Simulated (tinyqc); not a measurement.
Strength against creep resistance: grain growth, pinning, strength and diffusional creep of a polycrystal or thin film. Computed by tinyqc, a small Python program. Command: `OMP_NUM_THREADS=1 python tinyqc.py 3023170 3023171 out.jsonl grain walk`. One thread of a shared host (Intel(R) Xeon(R) Processor @ 2.30GHz), about 0.01 s of CPU time with the checks.

One mean grain size d describes the structure.

Inputs (values chosen for the exercise, modelled on tungsten): atomic volume Omega = 15.85 angstrom^3; boundary energy gamma = 1.2 J/m^2; mobility prefactor M0 = 4.7e-07 m^4/(J s); activation energy of boundary motion Q_m = 4.69 eV; anneal temperature T = 1891 K; anneal time t = 570 s; initial grain size d0 = 19 nm; particle volume fraction f = 0.0053; particle radius r = 1.6 nm; Hall-Petch slope k_y = 0.86 MPa m^0.5; lattice diffusion energy Q_l = 5.38 eV; boundary diffusion energy Q_b = 3.87 eV; lattice prefactor D0 = 0.00014 m^2/s; boundary prefactor delta D0b = 3.1e-15 m^3/s; applied stress sigma = 25 MPa; service temperature T_c = 1121 K.

Sample: bulk.

Constants: k_B = 8.617333262e-05 eV/K; k_B = 1.380649e-23 J/K.

Method:
- M = M0 exp(-Q_m/(k_B T)). The driving pressure is 2 gamma/d. Zener pinning pressure 3 f gamma/(2 r) stops growth at d_Z = 4 r/(3 f). The limit is d_lim = d_Z.
- dd/dt = 2 M gamma (1/d - 1/d_lim) integrates to 2 M gamma t = d_lim (d0 - d) + d_lim^2 ln[(d_lim - d0)/(d_lim - d)]; without pinning d^2 = d0^2 + 4 M gamma t.
- Nabarro-Herring rate = 14 sigma Omega D_l/(k_B T d^2), D_l = D0 exp(-Q_l/(k_B T)); Coble rate = 14 pi sigma Omega delta D_b/(k_B T d^3), delta D_b = delta D0b exp(-Q_b/(k_B T)); they are equal at d_x = pi delta D_b/D_l.
- Hall-Petch term k_y/sqrt(d).

crossover size d_x = 427.586 micrometre

At T_c and sigma:
```
d (nm)  Hall-Petch term (MPa)  Nabarro-Herring (1/s)  Coble (1/s)  time to 1 % (s)
30                     4965.2             3.6221e-14   5.1625e-10       1.9369e+07
100                    2719.6             3.2599e-15   1.3939e-11       7.1726e+08
300                    1570.1             3.6221e-16   5.1625e-13       1.9357e+10
1000                    860.0             3.2599e-17   1.3939e-14       7.1576e+11
3000                    496.5             3.6221e-18   5.1625e-16       1.9236e+13
10000                   272.0             3.2599e-19   1.3939e-17       7.0103e+14
100000                   86.0             3.2599e-21   1.3939e-20       5.8145e+17
```

What does the comparison show, and why?

From 100 micrometre to 30 nm grains the Hall-Petch term grows 58 times, while the time to 1 % strain shrinks by 10.5 decades. Coble creep rules in 7 of the seven rows (d_x = 430 micrometre). Fine grains resist slip but creep fast. The Hall-Petch value at 30 nm is at the edge of that law.

Extremes, crossings and ranges named in words are read from the listed rows.
